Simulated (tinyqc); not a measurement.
# Input admittance of a MOSFET at zero drain bias: distributed channel and distributed gate, step by step

Computed by the program tinyqc: `OMP_NUM_THREADS=1 python tinyqc.py 2262191 2262192 out.jsonl`, one thread of a shared Intel Xeon 2.30GHz, about 0.01 s for the whole run. Printed values are rounded.

Source and drain grounded, strong inversion, w = 2 pi f, Cox = eps0 eox/tox. The channel is an RC line of resistance 1/(mu Cox Vo) per square fed from both ends, so one finger has the intrinsic admittance y = i w Cox L tanh(g)/g per width, g = (1/2) sqrt(i w tau), tau = L^2/(mu Vo). The vertical resistance rv/L is in series with y, the overlaps 2 i w Cov in parallel: y_t = 1/(1/y + rv/L) + 2 i w Cov. The gate strip is a line of Rsh/L per length loaded by y_t, so a finger has Y = y_t Wf tanh(k)/k, k = (Wf/sd) sqrt(y_t Rsh/L); the device has Nf Y.

Parameters, values chosen for the exercise; values of the order met in silicon radio-frequency transistors:
- eox = 3.9 (relative permittivity of the gate insulator (close to silicon dioxide))
- tox = 4.3 nm (insulator thickness)
- L = 0.29 um (channel length)
- Wf = 3.2 um (finger width)
- Nf = 8 (number of fingers)
- mu = 440 cm^2/(V s) (channel mobility)
- Vo = 0.62 V (gate overdrive)
- Rsh = 16 ohm/square (sheet resistance of the gate)
- rv = 0 ohm um^2 (vertical resistivity of the gate stack)
- sd = 2 (number of ends at which a finger is contacted)
- Cov = 0.34 fF/um (overlap and fringe capacitance on each side)
- f = 62 GHz (frequency)

Constants: eps0 = 8.8541878128e-14 F/cm where lengths are in cm. Results are converted to the units shown.

## Low-frequency resistances and capacitance

Low-frequency limits, with c = Cox L and ct = c + 2 Cov: R_strip = Rsh Wf/(3 sd^2 L Nf), R_ch = (c/ct)^2 L/(12 mu Cox Vo Wf Nf), R_vert = (c/ct)^2 rv/(L Wf Nf), C = ct Wf Nf.

parts (ohm): strip 1.83908, channel 2.58149, vertical 0
sum = 4.42057 ohm
C = 77.0267 fF
1/(2 pi R C) = 467.413 GHz

The channel term is the largest, 58.4 % of the sum.

## Admittance of the channel and stack per width

tau, g, c = Cox L, y and y_t as defined.

tau = 3.08284 ps
g = 0.387451+0.387451i
c = 2.32886 fF/um
y = 89.488+896.479i uS/um
y_t = 89.49+1161.38i uS/um

w tau = 1.20, and Im y is 0.988 of w c.

## Input impedance of the device

k and Y as defined; Z = 1/(Nf Y) = R + 1/(i w C); Q = |Im Z|/R; signal at the point farthest from a contact |1/cosh k|.

k = 0.297624+0.275573i
Nf Y = 3.8757+29.3786i mS
R = 4.41358 ohm
C = 76.7277 fF
Q = 7.58027
signal at the far point = 0.991515

R is 0.16 % below its low-frequency limit and C is 0.39 % below its own.
